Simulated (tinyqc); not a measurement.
What moves the results: Peierls distortion of a half-filled chain. A value that a table varies takes the place of the one given here.

Atoms move by +/- u, so bonds change by -/+ 2u and hoppings are t +/- 2 al u. Bands E = -/+ sqrt((2 t cos x)^2 + D^2 sin^2 x) with D = 4 al u, x = k a in (0, pi/2); the gap is 2D. Energy per atom at zero temperature: E(u) = -mean_x sqrt(...) + 2 K u^2; exactly, the mean is (4t/pi) E(1 - z^2), z = D/2t, E the complete elliptic integral of the second kind with parameter m. Coupling lambda = 2 al^2/(pi t K).

Constants: kB = 8.617333262e-05 eV/K.

Values chosen for the exercise:
```
symbol  value  unit           meaning
t       2.22   eV             hopping of the even chain
al      5      eV/angstrom    change of hopping with bond length
K       39.8   eV/angstrom^2  spring constant of a bond
```

## Energy against distortion

Exact means; both parts are counted from u = 0.

Energies per atom:
```
u (angstrom)  gap (eV)  electrons (meV)  springs (meV)  total (meV)
0.0021           0.084            -0.70           0.35        -0.35
0.0052           0.208            -3.60           2.15        -1.45
0.0103           0.412           -12.05           8.44        -3.60
0.0155           0.620           -24.48          19.12        -5.36
0.0207           0.828           -40.15          34.11        -6.04
0.0258           1.032           -58.24          52.98        -5.26
0.0310           1.240           -79.14          76.50        -2.65
0.0362           1.448          -102.27         104.31         2.05
0.0455           1.820          -148.52         164.79        16.27
```

How do the results move?

The ratio of electronic gain to elastic cost is 2.00 in the first row and 0.90 in the last: the gain goes as u^2 ln(1/u), so it wins at small u for any K. The total is lowest at u = 0.0207 angstrom and turns positive between 0.0310 and 0.0362.

## A coarse mesh hides or distorts the instability

u0 from the gap equation K = 4 al^2 mean(sin^2 x/|E|) on the mesh x_j = (j + 1/2) pi/(2N); 0 where it has no root.

Results:
```
N     u0 (angstrom)  gap (eV)  smallest |E| at u = 0 (eV)
1            0.0000     0.000                       3.140
2            0.0000     0.000                       1.699
3            0.0000     0.000                       1.149
4            0.0000     0.000                       0.866
6            0.0147     0.588                       0.580
8            0.0188     0.752                       0.435
12           0.0204     0.815                       0.290
20           0.0207     0.827                       0.174
40           0.0207     0.827                       0.087
4000         0.0207     0.827                       0.001
```

What can be read from the table?

For N = 1, 2, 3 and 4 no distortion is found: the mesh leaves its own gap at u = 0, which cuts off the logarithm. u0 is within 1 % of the last row from N = 20 on; the mesh must resolve D = 0.414 eV, and the coherence length xi/a = 2t/D is 10.7.

## Closing of the gap with temperature

The gap equation gains the factor tanh(|E|/2kT); 4000 points; Tp is where its root reaches zero.

Results:
```
T/Tp  T (K)  u (angstrom)   u/u0
0.20    537        0.0207  1.000
0.40   1074        0.0204  0.986
0.60   1610        0.0188  0.909
0.70   1879        0.0172  0.831
0.80   2147        0.0148  0.714
0.90   2416        0.0109  0.529
0.95   2550        0.0079  0.383
0.99   2657        0.0036  0.174
```

Tp = 2684 K

What can be read from the table?

D(0)/(kB Tp) = 1.788, against 1.764 at weak coupling. u/u0 is 0.909 at 0.6 Tp and 0.529 at 0.9 Tp, and near Tp it goes as sqrt(1 - T/Tp): 2.20 between the last two rows against sqrt(5) = 2.24. In a single chain fluctuations forbid this transition; coupling between chains sets the real one, far lower.

## What moves the distortion

Exact means. Each row changes one parameter from the base and keeps the others.

Results:
```
case                     lambda  u0 (angstrom)  gap (eV)  E(u0) - E(0) (meV)
base                     0.1801         0.0207     0.827               -6.04
t = 2.331 eV             0.1716         0.0188     0.753               -4.79
al = 5.25 eV/angstrom    0.1986         0.0257     1.080              -10.22
K = 41.79 eV/angstrom^2  0.1716         0.0179     0.718               -4.56
```

How do the results move?

The largest shifts from the base row, up to three for each result and ties (the steps differ in size, so this ranks the rows, not the parameters). lambda: al +0.0185, K -0.0086, t -0.0086. u0 (angstrom): al +0.0050, K -0.0027, t -0.0018. gap (eV): al +0.253, K -0.110, t -0.074. E(u0) - E(0) (meV): al -4.18, K +1.48, t +1.25.

Run: tinyqc, `OMP_NUM_THREADS=1 python tinyqc.py 1681844 1681845 out.jsonl`; Intel(R) Xeon(R) Processor @ 2.30GHz, one thread, shared host; about 0.07 s of CPU time with all checks.
